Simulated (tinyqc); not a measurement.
Quasi-harmonic thermal expansion with mode Grueneisen parameters. Inputs raised by 5 %, one at a time. Computed by tinyqc, a small Python program. Command: `OMP_NUM_THREADS=1 python tinyqc.py 3020303 3020304 out.jsonl qha sens`. One thread of a shared host (Intel(R) Xeon(R) Processor @ 2.30GHz), about 0.09 s of CPU time with the checks.

A crystal with two atoms a cell; per atom there are 1 transverse acoustic (TA), 1/2 longitudinal acoustic (LA) and 3/2 optical (O) modes. Every frequency of group i scales as nu_i (V/V0)^(-gamma_i). The acoustic groups have Debye spectra, density 3 nu^2/nu_i^3 up to nu_i (40 Gauss-Legendre points); the optical group has one frequency. Static energy: E = (9 V0 B0/16) [y^3 B' + y^2 (2 - 4 y)], y = (V0/V)^(2/3) - 1, with pressure P_s = (3 B0/2) (z^7 - z^5) [1 + (3/4)(B' - 4)(z^2 - 1)], z = (V0/V)^(1/3).

Inputs (values chosen for the exercise, modelled on diamond):

| quantity | value | unit |
|---|---|---|
| static volume V0 | 5.67 | angstrom^3/atom |
| static bulk modulus B0 | 429 | GPa |
| static B' | 3.69 | - |
| frequency nu_TA | 22 | THz |
| frequency nu_LA | 29.3 | THz |
| frequency nu_O | 36.1 | THz |
| Grueneisen parameter gamma_TA | 0.28 | - |
| Grueneisen parameter gamma_LA | 0.94 | - |
| Grueneisen parameter gamma_O | 1.1 | - |
| temperature T | 200 | K |
| step factor f | 0.8 | - |

Acoustic groups: Debye.

Constants: h x 1 THz = 4.135667696 meV; k_B = 8.617333262e-05 eV/K; 1 eV/angstrom^3 = 160.2176634 GPa.

Method:
- For a mode with x = h nu/(k_B T), n = 1/(exp(x) - 1): U = h nu (n + 1/2), C/k_B = x^2 n (n + 1); U_i and C_i sum these over group i with its weight per atom.
- Phonon pressure P_ph = sum_i gamma_i U_i/V.
- Start at V0 and step V(new) = V [1 + f (P_s + P_ph)/B0]; stop when |P_s + P_ph| < 1e-8 GPa, after 60 steps, or when V leaves 0.7 to 1.3 V0.
- B_T = -V d(P_s + P_ph)/dV at fixed T (central difference, step 1e-4 V); alpha_V = sum gamma_i C_i k_B/(B_T V), all at V(T); the linear coefficient is alpha_L = alpha_V/3.
- C_P - C_V = alpha_V^2 B_T V T; the optical frequency is nu_O (V/V0)^(-gamma_O).
- At T = 0, U_i is the zero-point energy (h nu/2 a mode); solve P_s + P_ph = 0.

Runs:

| input moved | from | to | linear expansion coefficient (ppm/K) | volume change from V0 (%) | isothermal bulk modulus B_T (GPa) | zero-point volume change (%) |
|---|---|---|---|---|---|---|
| base run | - | - | 0.39742 | 1.0248 | 421.70 | 1.0182 |
| static volume V0 (angstrom^3/atom) | 5.67 | 5.9535 | 0.37801 | 0.9758 | 422.05 | 0.9695 |
| static bulk modulus B0 (GPa) | 429 | 450.45 | 0.37801 | 0.9758 | 443.15 | 0.9695 |
| static B' | 3.69 | 3.8745 | 0.39817 | 1.0257 | 420.91 | 1.0191 |
| frequency nu_TA (THz) | 22 | 23.1 | 0.38255 | 1.0276 | 421.67 | 1.0214 |
| frequency nu_O (THz) | 36.1 | 37.905 | 0.38541 | 1.0655 | 421.43 | 1.0590 |
| Grueneisen parameter gamma_O | 1.1 | 1.155 | 0.40002 | 1.0651 | 421.63 | 1.0585 |
| temperature T (K) | 200 | 210 | 0.44870 | 1.0261 | 421.68 | 1.0182 |

Exponents ln(y'/y) / ln(x'/x):

| input | linear expansion coefficient | volume change from V0 | isothermal bulk modulus B_T | zero-point volume change |
|---|---|---|---|---|
| static volume V0 | -1.026 | -1.003 | 0.017 | -1.003 |
| static bulk modulus B0 | -1.026 | -1.003 | 1.017 | -1.003 |
| static B' | 0.039 | 0.019 | -0.039 | 0.019 |
| frequency nu_TA | -0.781 | 0.057 | -0.001 | 0.064 |
| frequency nu_O | -0.629 | 0.798 | -0.013 | 0.805 |
| Grueneisen parameter gamma_O | 0.134 | 0.791 | -0.004 | 0.796 |
| temperature T | 2.488 | 0.026 | -0.001 | 0.000 |

Which inputs matter most for each result?

Among the inputs moved here: linear expansion coefficient answers most in size to temperature T (exponent +2.488), next to static volume V0 (-1.026). Its exponent -1.026 in static volume V0: alpha_L = gamma C/(3 B V). Its exponent -1.026 in static bulk modulus B0: alpha_L = gamma C/(3 B V). Volume change from V0 answers most in size to static volume V0 (exponent -1.003), and about equally to static bulk modulus B0 (-1.003). Isothermal bulk modulus B_T answers most in size to static bulk modulus B0 (exponent +1.017), next to static B' (-0.039). Zero-point volume change answers most in size to static volume V0 (exponent -1.003), and about equally to static bulk modulus B0 (-1.003); its exponent is below 0.0005 for temperature T. Its exponent -1.003 in static bulk modulus B0: the shift is P_ph/B0.
